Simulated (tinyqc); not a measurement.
# Surface potential of a MOS transistor: implicit equation and explicit approximations: effect of the insulator thickness at fixed gate voltage

p-type body, charge-sheet picture, depletion and inversion only, full ionisation (an idealisation for deep acceptors), Boltzmann statistics (rough once Na exp(x - xn) passes about Nc/7). In units of Vt: xg = (Vg - Vfb)/Vt, x = psi/Vt, G = gamma/sqrt(Vt), xn = (2 phiF + Vc)/Vt. The implicit equation is (xg - x)^2 = G^2 [x - 1 + exp(x - xn)] for x above about 3. Cox = eps0 eox/tox.

ni = sqrt(Nc Nv) exp(-Eg/(2 Vt)), Eg in volts; phiF = Vt ln(Na/ni); gamma = sqrt(2 q eps0 eps_r Na)/Cox; VT = Vfb + Vt (xn + G sqrt(xn - 1)). Depletion value a = 1 + [sqrt(G^2/4 + xg - 1) - G/2]^2; inversion value b = xn + ln[(xg - xn)^2/G^2 - xn + 1] and first guess y = min(a, b) - ln(1 + exp(-|a - b|)) if a > xn + 1, else b = y = a; one second-order correction with D = exp(y - xn), p = 2 (xg - y) + G^2 (1 + D), w = (xg - y)^2 - G^2 (y - 1 + D): z = y + 2 w/(p + sqrt(p^2 - 2 (2 - G^2 D) w)), or the Newton step z = y + w/p where the root is not real. N_inv = (Cox Vt G/q) [sqrt(x - 1 + exp(x - xn)) - sqrt(x - 1)] at the root. Lambert form (Cox m Vt/q) W0[(G/(2 m sqrt(xn - 1))) exp((Vg - VT)/(m Vt))], m = 1 + G/(2 sqrt(xn - 1)). Errors under 1e-4 mV, and the linear form below VT, are printed as 0.

Values chosen for this exercise; band and dielectric values close to those of silicon:
```
symbol,value,unit,meaning
T,300,K,temperature
Eg,1.12,eV,band gap
eps_r,11.5,,relative permittivity
Nc,2.75e19,cm^-3,conduction-band density of states at T
Nv,2.62e19,cm^-3,valence-band density of states at T
eox,24.5,,relative permittivity of the gate insulator (close to zirconium oxide)
Na,4.9e17,cm^-3,acceptor density
Vfb,-0.46,V,flat-band voltage
Vc,0.5,V,channel-body voltage
Vg,1.68,V,gate-body voltage
```

Constants: q = 1.602176634e-19 C, kB = 1.380649e-23 J/K, Vt = kB T/q, eps0 = 8.8541878128e-14 F/cm where lengths are in cm. Results are converted to the units shown.

Effect of the insulator thickness at fixed gate voltage:

| tox (nm) | psi (V) | x - xn | error of y (mV) | error of z (mV) | N_inv (cm^-2) | Cox (Vg - VT)/q (cm^-2) | Lambert form (cm^-2) |
|---|---|---|---|---|---|---|---|
| 8.3 | 1.572 | 6.159 | 14.2 | -1.30 | 6.158e12 | 8.920e12 | 6.466e12 |
| 11 | 1.557 | 5.564 | 13.7 | -1.11 | 4.090e12 | 6.009e12 | 4.264e12 |
| 16 | 1.533 | 4.657 | 14.0 | -1.17 | 2.069e12 | 3.213e12 | 2.140e12 |
| 21 | 1.511 | 3.798 | 15.7 | -1.78 | 1.013e12 | 1.748e12 | 1.042e12 |
| 29 | 1.462 | 1.897 | 10.0 | -0.190 | 1.744e11 | 4.549e11 | 1.778e11 |
| 40 | 1.306 | -4.149 | 0.100 | 0 | 4.499e8 | 0 | 4.238e8 |
| 55 | 1.093 | -12.39 | 0 | 0 | 1.305e5 | 0 | 8.969e4 |
| 75 | 0.8699 | -21.01 | 0 | 0 | 26.43 | 0 | 7.893 |

As tox goes from 8.3 to 75, psi falls from 1.57 to 0.870 V, x - xn falls from 6.16 to -21.0 and N_inv falls from 6.16e12 to 26.4 cm^-2. The Lambert form lies between 0.299 and 1.05 times N_inv. For tox = 8.3, 11, 16, 21 the electron quasi-Fermi level lies less than 2 Vt below the band edge at the surface, or above it, where degeneracy and confinement, left out, matter.

Numbers from tinyqc (`OMP_NUM_THREADS=1 python tinyqc.py 2122055 2122056 out.jsonl`; about 0.01 s on one thread of a shared Intel Xeon 2.30GHz).
